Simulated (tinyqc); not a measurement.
From results back to parameters: eight-band Kane k.p model. Two cases, with inputs chosen for the exercise.

Problem. In the Kane model 1/m = A_r + Ep (Eg + 2 Dso/3)/(Eg (Eg + Dso)) and the Roth formula gives g* = 2 - 2 Ep Dso/(3 Eg (Eg + Dso)). The mass and the g factor below were computed from hidden Ep and Dso.

Case 1.

Values chosen (out of a larger set: near those of CdTe; not measured data): Eg = 1.627 eV (gap at Gamma to the s-like level); A_r = 0 (remote-band term in 1/m).

m = 0.0978311 m0
g* = -0.78954

Case 2.

Values chosen (out of a larger set: near those of InSb; not measured data): Eg = 0.227 eV (gap at Gamma to the s-like level); A_r = 1 (remote-band term in 1/m).

m = 0.0129059 m0
g* = -51.20008

Find: X; Y; Ep; Dso.

Solution. Let X = 1/m - A_r and Y = (2 - g*)/2. Then X + Y = Ep/Eg and X - 2 Y = Ep/(Eg + Dso).

Case 1.

X = 10.222
Y = 1.395
Ep = 18.90 eV
Dso = 0.916 eV

Case 2.

X = 76.484
Y = 26.600
Ep = 23.40 eV
Dso = 0.778 eV

Computed by tinyqc, one run a case: `OMP_NUM_THREADS=1 python tinyqc.py N N+1 out.jsonl` with N = 1081325, 1081339; one thread of a shared Intel(R) Xeon(R) Processor @ 2.30GHz, about 0.05 s a run at most.
